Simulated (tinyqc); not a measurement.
Single-oscillator infrared dielectric function of a polar cubic crystal: one step, computed by the program tinyqc. Command: `OMP_NUM_THREADS=1 python tinyqc.py 3031875 3031876 out.jsonl infrared walk`. One thread of a shared host (Intel(R) Xeon(R) Processor @ 2.30GHz), about 0.01 s of CPU time with the checks.

One ion pair, charges +Z* and -Z*, in a cell of volume Omega = a^3/4. Frequencies omega are given as wavenumbers (1/cm); eps_s is the static dielectric constant.

Task: Surface and particle modes. Without damping, eps(omega) = -x eps_m gives omega^2 = omega_TO^2 (eps_s + x eps_m)/(eps_inf + x eps_m): x = 1 for a flat surface at large wave vector, x = 2 for the dipole mode of a small sphere. The reflectivity R for light from vacuum (not from the medium eps_m) vanishes where eps = 1, omega^2 = omega_TO^2 (eps_s - 1)/(eps_inf - 1).

Inputs (values chosen for the exercise, for a model crystal): omega_TO = 152 1/cm; eps_inf = 8.18; eps_m of the surrounding medium = 2.25.

Structure: rock salt. Free carriers: absent.

eps_s = 9.006020

Give: surface mode; sphere mode; zero of R.

Result:

surface mode = 157.9 1/cm

sphere mode = 156.9 1/cm

zero of R = 160.5 1/cm
